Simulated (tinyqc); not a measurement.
Hot electrons in a saturated n-channel MOSFET, lucky-electron model: one step of the calculation.

Beyond pinch-off the lateral field grows as Esat cosh(y/l) over the velocity-saturated region (pseudo-two-dimensional model). Impact ionisation in this region gives the substrate current, which biases the body forward through Rsub. Currents are per width. Local-field laws: they overstate ionisation when the field peak is narrower than an energy relaxation length.

Question. Length and field scales. Cox = 3.9 eps0/tox, l = sqrt(3 tox xj), Esat = 2 vs/mu.

Parameters, values chosen for the exercise; values close to those of silicon n-channel devices:
```
symbol  value        unit              meaning
L         0.8          um       channel length
tox        15          nm      oxide thickness
xj        260          nm       junction depth
mu        400  cm^2/(V s)   effective mobility
vs      7.7e6        cm/s  saturation velocity
```

Constants: eps0 = 8.8541878128e-14 F/cm where lengths are in cm. Results are converted to the units shown.

Wanted: Cox; l; Esat; Esat L.

Answer.

Cox = 0.2302 uF/cm^2
l = 108.2 nm
Esat = 0.03850 MV/cm
Esat L = 3.080 V

Computed by the program tinyqc: `OMP_NUM_THREADS=1 python tinyqc.py 2550070 2550071 out.jsonl`, one thread of a shared Intel Xeon 2.30GHz, about 0.01 s for the whole run.
